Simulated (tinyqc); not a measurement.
Length of a polyene: Hueckel, PPP and singles CI along the polyenes. Computed by the program tinyqc. Hueckel uses the same beta without repulsion; CIS keeps all single excitations and so misses the low, doubly excited 2Ag state. W is the valence ionisation energy of a centre, MN the Mataga-Nishimoto formula, f the oscillator strength.

All-trans chains of carbon centres 1.40 angstrom apart:

| parameter | value |
|---|---|
| beta (eV), times 1 +/- alternation | -2.650000 |
| alternation | 0.050000 |
| W (eV) | 11.160000 |
| gamma_rr (eV) | 10.210000 |
| repulsion formula | MN |

Gaps and excitations (eV):

| centres | Hueckel gap | PPP orbital gap | bright singlet (CIS) | f | lowest triplet (CIS) |
|---|---|---|---|---|---|
| 2 | 5.5650 | 10.6889 | 8.1081 | 0.6952 | 3.0219 |
| 4 | 3.5904 | 8.1485 | 5.7255 | 1.1547 | 1.9539 |
| 6 | 2.6906 | 6.8781 | 4.5930 | 1.6303 | 1.4669 |
| 8 | 2.1815 | 6.1161 | 3.9249 | 2.0827 | 1.1999 |
| 10 | 1.8554 | 5.6103 | 3.4830 | 2.5092 | 1.0360 |

What does the comparison show, and why?

The Hueckel gap tends to 4 x alternation x |beta| = 0.53 eV for long chains. Exchange opens the PPP orbital gap, and the attraction of electron and hole brings the bright state 2.13 eV below it at 10 centres; the triplet lies 2.45 eV lower still.
